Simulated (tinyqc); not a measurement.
Eight-band Kane k.p model, step by step. Values are carried at full precision from step to step, so a last printed digit may differ when a step is redone from the rounded ones.

Constants: hbar^2/2m0 = 3.80998211 eV angstrom^2.

Parameters, chosen for this exercise (near those of InSb; the results hold for these values, not for the real material): Eg = 0.239 eV (gap at Gamma to the s-like level); Dso = 0.832 eV (spin-orbit splitting); Ep = 23.5 eV (Kane energy); me = 0.0131 m0 (electron mass at Gamma); g1 = 34.7 (Luttinger gamma1); g2 = 15.57 (gamma2); g3 = 16.61 (gamma3); k = (0.007, 0.023, 0.002) 1/angstrom (wave vector); kmax = 0.06 1/angstrom (end of the path).

## Derived values

P = sqrt(Ep c); A = 1/me - Ep (Eg + 2 Dso/3)/(Eg (Eg + Dso)) keeps the electron mass; g1' = g1 - Ep/(3 Eg), g2' = g2 - Ep/(6 Eg), g3' = g3 - Ep/(6 Eg) remove the coupling to S that the Luttinger values already hold; L = -c (g1' + 4 g2'), M = -c (g1' - 2 g2'), N = -6 c g3'. c = hbar^2/2m0.

P = 9.4623 eV angstrom
A = 3.4709

g1', g2', g3': 1.9245  -0.8177  0.2223

L, M, N (eV angstrom^2): 5.1296  -13.5635  -5.0811

The coupling to the valence bands supplies 72.86, against 1/me = 76.34; A makes up the difference. The diagonal term in L bends towards the gap, so the set should be tested for spurious states at large k.

## The Hamiltonian at one k

Eight-band Kane model, basis S, X, Y, Z times spin, zero of energy at the top of the unstrained valence band, c = hbar^2/2m0. Within each spin: H_SS = Eg + A c k^2, H_SX = i P kx (likewise Y, Z), H_XX = -Dso/3 + L kx^2 + M (ky^2 + kz^2), H_XY = N kx ky, and cyclic. Spin-orbit term (Dso/3) L.sigma on X, Y, Z with (L_k)_ij = -i epsilon_kij: <X+|H|Y+> = -i Dso/3, <X+|H|Z-> = Dso/3, <Y+|H|Z-> = -i Dso/3, <Z+|H|X-> = -Dso/3, <Z+|H|Y-> = i Dso/3, <X-|H|Y-> = i Dso/3, and their conjugates; + and - are the spin along z. Terms from inversion asymmetry are left out, so every level is twofold.

Fill in the matrix.

H(k) (eV):
```
          S+               X+               Y+        Z+        S-               X-
S+    0.2467          0.0662i          0.2176i   0.0189i         0                0
X+  -0.0662i          -0.2843  -0.0008-0.2773i   -0.0001         0                0
Y+  -0.2176i  -0.0008+0.2773i          -0.2753   -0.0002         0                0
Z+  -0.0189i          -0.0001          -0.0002   -0.2852         0          -0.2773
S-         0                0                0         0    0.2467          0.0662i
X-         0                0                0   -0.2773  -0.0662i          -0.2843
Y-         0                0                0  -0.2773i  -0.2176i  -0.0008-0.2773i
Z-         0           0.2773          0.2773i         0  -0.0189i          -0.0001

                 Y-        Z-
S+                0         0
X+                0    0.2773
Y+                0  -0.2773i
Z+          0.2773i         0
S-          0.2176i   0.0189i
X-  -0.0008+0.2773i   -0.0001
Y-          -0.2753   -0.0002
Z-          -0.0002   -0.2852
```

## Levels and orbital character

Diagonalise H; the levels come in pairs. The weights are summed over spin and averaged over each pair.

levels, each twofold (eV): -0.8525  -0.0970  -0.0067  0.3582

weights:
```
   pair 1  pair 2  pair 3  pair 4
S   0.015   0.205   0.000   0.780
X   0.321   0.191   0.457   0.031
Y   0.345   0.433   0.051   0.171
Z   0.319   0.172   0.492   0.018
```

The conduction pair has 22.0 % valence character at this k; the valence pair with most S character is pair 2 (20.5 %).

## Bands along [111] and [100]

The same diagonalisation at six points |k| = 0, kmax/5, ..., kmax along each direction.

Levels (eV):
```
direction  |k| (1/angstrom)   pair 1   pair 2   pair 3  pair 4
[111]                 0.000  -0.8320   0.0000   0.0000  0.2390
[111]                 0.012  -0.8371  -0.0322  -0.0008  0.2758
[111]                 0.024  -0.8525  -0.0983  -0.0032  0.3561
[111]                 0.036  -0.8789  -0.1704  -0.0073  0.4522
[111]                 0.048  -0.9167  -0.2392  -0.0130  0.5557
[111]                 0.060  -0.9663  -0.3015  -0.0203  0.6635
[100]                 0.000  -0.8320   0.0000   0.0000  0.2390
[100]                 0.012  -0.8371  -0.0312  -0.0020  0.2760
[100]                 0.024  -0.8522  -0.0956  -0.0078  0.3576
[100]                 0.036  -0.8773  -0.1664  -0.0176  0.4569
[100]                 0.048  -0.9119  -0.2354  -0.0313  0.5653
[100]                 0.060  -0.9554  -0.3004  -0.0488  0.6801
```

At kmax the conduction band lies 16.6 meV and the top valence band 28.5 meV apart between the two directions. k.p holds near Gamma; the zone edge lies near 1 1/angstrom.

## Masses at Gamma

m*/m0 = c h^2/(E(h) - E(0)) with |k| = h = 0.0001 1/angstrom; negative values are hole-like.

Masses (m0):
```
direction  pair 1  pair 2  pair 3  pair 4
[111]      -0.108  -0.015  -0.676   0.013
[100]      -0.108  -0.015  -0.281   0.013
```

Without strain the limits are known: me for pair 4, -1/(g1 -/+ 2 g2) for the heavy and light holes along [100], -1/(g1 -/+ 2 g3) along [111], and -1/(g1 - Ep Dso/(3 Eg (Eg + Dso))) = -0.108 for the split-off band.

## Checks

- Electron mass of the unstrained model by finite differences against the input me: both 0.01310.
- Heavy-hole mass along [100] against 1/(g1 - 2 g2): both 0.2809.
- Light-hole mass along [100] against 1/(g1 + 2 g2): both 0.01519.

tinyqc: `OMP_NUM_THREADS=1 python tinyqc.py 1080572 1080573 out.jsonl`; about 0.1 s, one thread, shared Intel(R) Xeon(R) Processor @ 2.30GHz.
